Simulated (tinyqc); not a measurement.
Order-disorder in a binary alloy on two sublattices: Bragg-Williams and pair (quasi-chemical) approximations: one step, computed by the program tinyqc. Command: `OMP_NUM_THREADS=1 python tinyqc.py 3013986 3013987 out.jsonl order walk`. One thread of a shared host (Intel(R) Xeon(R) Processor @ 2.30GHz), about 0.01 s of CPU time with the checks.

All z = 6 neighbours of a site lie on the other sublattice. B fills the sublattices with x + eta/2 and x - eta/2; energies are per site, from the pure components: u = -z w y with y the probability of an A-B bond taken in one order.

Problem. Critical temperatures. Bragg-Williams: k_B T_c = 2 z w x (1 - x). Pair approximation at x = 1/2: k_B T_c = w/ln(z/(z - 2)).

Inputs (values chosen for the exercise, for a model alloy): ordering energy w = (e_AA + e_BB)/2 - e_AB = 16.3 meV; fraction x of B = 0.45.

Lattice: simple cubic (z = 6).

Constants: k_B = 8.617333262e-05 eV/K.

Give: T_c, Bragg-Williams; T_c, pair approximation at x = 1/2.

Solution.

T_c, Bragg-Williams = 561.8 K

T_c, pair approximation at x = 1/2 = 466.5 K

At x = 1/2 the pair value is 0.822 of the Bragg-Williams one; the ratio tends to 1 as z grows.
